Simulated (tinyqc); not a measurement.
Splitting against the number of planes: valley splitting in a one-orbital chain of atomic planes (second-neighbour model).

Each (001) plane carries one orbital with energy e0, hopping v to the next plane and u to the second: E(phi) = e0 + 2 v cos(phi) + 2 u cos(2 phi), where phi = pi - k a/4 (the sign of every second orbital is chosen so that v > 0, which shifts the phase by pi). The minimum lies at cos(phi0) = -v/(4u), phi0 = pi - (pi/2) k0 for a valley at k0 (2 pi/a), and e0 puts it at zero. A slab of N planes has hard walls: the matrix simply ends.

Constants: hbar^2/2m0 = 3.80998211 eV angstrom^2.

Parameters, chosen for this exercise (out of a larger set: near those of the Delta valleys of silicon; abrupt walls in this chain split the valleys several times more than measured wells; not measured data): a = 5.431 angstrom (lattice constant; planes lie a/4 apart); ml = 0.873 m0 (longitudinal mass); N0 = 58 (first number of planes).

u = 0.638922 eV
v = 0.693717 eV
e0 = 1.466147 eV
phi0 = 1.845686 rad

Ten slabs from N0 on, of thickness (N - 1) a/4 between the outer planes. Effective mass: E1 = (c/ml)(pi/W)^2 with W = (N + 2) a/4: the amplitude vanishes on two missing planes at each end, and the envelope has its nodes N + 2 spacings apart. Large-N estimate of the splitting: 16 pi^2 u |sin(phi0) sin((N + 2) phi0)|/(N + 2)^3.

Doublet (meV):

| N | thickness (angstrom) | mean level | effective mass | splitting | estimate |
|---|---|---|---|---|---|
| 58 | 77.39 | 6.49 | 6.49 | 0.325 | 0.318 |
| 59 | 78.75 | 6.27 | 6.28 | 0.200 | 0.209 |
| 60 | 80.11 | 6.08 | 6.08 | 0.398 | 0.396 |
| 61 | 81.47 | 5.88 | 5.89 | 0.024 | 0.015 |
| 62 | 82.82 | 5.70 | 5.70 | 0.349 | 0.352 |
| 63 | 84.18 | 5.53 | 5.53 | 0.202 | 0.196 |
| 64 | 85.54 | 5.36 | 5.36 | 0.214 | 0.219 |
| 65 | 86.90 | 5.20 | 5.20 | 0.296 | 0.293 |
| 66 | 88.25 | 5.05 | 5.05 | 0.042 | 0.048 |
| 67 | 89.61 | 4.91 | 4.91 | 0.292 | 0.294 |

What does the comparison show?

The mean level falls smoothly, from 6.5 to 4.9 meV, within 0.2 % of the effective-mass value. The splitting swings between 0.024 (N = 61) and 0.398 meV (N = 60): one plane more or less changes the phase between the two walls by phi0 = 1.846 rad. The estimate misses the computed values by at most 0.009 meV.

Computed by tinyqc, a small Python program: `OMP_NUM_THREADS=1 python tinyqc.py 1452237 1452238 out.jsonl` (the numbers bound the seed that draws the inputs); one thread of a shared host (Intel(R) Xeon(R) Processor @ 2.30GHz), about 0.01 s for the whole set of steps.
